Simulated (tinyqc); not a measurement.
Read current of a NAND string, cells in series solved by shooting: read current against the number of cells.

Cells in series, numbered from 0 at the source line (0 V) to the bit line, each followed by a gap resistance Rg. A cell with gate Vg, threshold VT, source Vs and drain Vd passes I = 2 nf K Vt^2 [F(Vs) - F(Vd)]/(1 + th max(Vg - VT, 0)), F(V) = ln^2(1 + exp((Vg - VT - nf V)/(2 nf Vt))). The selected cell has Vg = Vr, the others Vg = Vp.

For a trial current I start at 0 V and, cell by cell, solve for the drain: sqrt(F(Vd)) = sqrt(F(Vs) - I/k), k = 2 nf K Vt^2/(1 + th max(Vg - VT, 0)), Vd = [Vg - VT - 2 nf Vt ln(exp(sqrt F) - 1)]/nf, then add I Rg. The string current is the I for which the last node reaches Vbl. The apparent threshold is the Vr at which I = Is. Background: all other cells erased (VT = Ve) or all in the highest state (VT = Vh); ratio and shift are high over erased and high minus erased. The selected cell is in the middle, cell n/2.

Inputs (values chosen for the exercise); values of the order met in vertical NAND strings:
```
symbol  value    unit                                 meaning
T         300       K                             temperature
K         7.5  uA/V^2                   gain factor of a cell
nf        1.7                                    slope factor
th       0.03     1/V               mobility reduction factor
Rg        1.5    kohm     resistance of the gap between cells
Vbl       0.5       V                        bit-line voltage
Vp        7.2       V                            pass voltage
Ve       -2.3       V             threshold of an erased cell
Vh        4.5       V          threshold of the highest state
Vx        2.1       V          threshold of the selected cell
Is         10      nA                         sensing current
Vr       3.97       V  read voltage on the selected word line
```

Constants: q = 1.602176634e-19 C, kB = 1.380649e-23 J/K, Vt = kB T/q. Results are converted to the units shown.

Read current against the number of cells:
```
n,"I, others erased (uA)","I, others high (uA)",ratio,"apparent VT, erased (V)","apparent VT, high (V)",background shift (mV)
8,2.057,0.9040,0.4394,2.114,2.116,2.411
16,1.234,0.4667,0.3782,2.115,2.120,4.826
32,0.6842,0.2371,0.3465,2.118,2.127,9.672
64,0.3616,0.1195,0.3304,2.123,2.142,19.42
96,0.2457,0.07986,0.3250,2.128,2.158,29.25
128,0.1861,0.05998,0.3223,2.134,2.173,39.17
192,0.1253,0.04004,0.3196,2.144,2.204,59.24
```

With erased neighbours the current falls from 2.06 to 0.125 uA, as n^(-0.74) between the first two rows and n^(-0.98) between the last two (-1 once the series resistance rules). The ratio falls from 0.439 to 0.320 and the background shift rises from 2.41 to 59.2 mV.

tinyqc, about 0.6 s, one thread, Intel Xeon 2.30GHz (shared host): `OMP_NUM_THREADS=1 python tinyqc.py 2142096 2142097 out.jsonl`
